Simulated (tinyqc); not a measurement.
# Gap and radiative efficiency from Jsc and Voc

Problem. Photon flux above E from a black body at temperature T into a hemisphere: Phi(E, T) = A sum_k exp(-k E/th)[E^2 th/k + 2 E th^2/k^2 + 2 th^3/k^3], k = 1, 2, ..., with th = kB T/q in eV and A = 2 pi q^3/(h^3 c^2). A cell with a sharp absorption edge has Jsc = q fs X Phi(Eg, Ts) and Voc = Vt ln(1 + Jsc/J0), J0 = q ge Phi(Eg, T)/ERE. Find Eg and ERE.

Values chosen for this exercise:
- T = 298 K (cell temperature)
- Ts = 5800 K (temperature of the black-body sun)
- fs = 2.16e-5 (share of the hemisphere filled by the sun)
- X = 500 (concentration)
- ge = 1 (number of faces that emit)

Constants: q = 1.602176634e-19 C, kB = 1.380649e-23 J/K, h = 6.62607015e-34 J s, c = 299792458 m/s, Vt = kB T/q. Results are converted to the units shown.

Jsc = 13212.0470 mA/cm^2
Voc = 1.67136262 V

Solution. Phi falls steadily with E, so Jsc fixes Eg; Voc gives J0, and its ratio to the radiative dark current is 1/ERE.

Eg = 1.790 eV
ERE = 1.000

Program tinyqc, `OMP_NUM_THREADS=1 python tinyqc.py 2820011 2820012 out.jsonl`; Intel Xeon 2.30GHz, shared host, one thread, about 0.01 s.
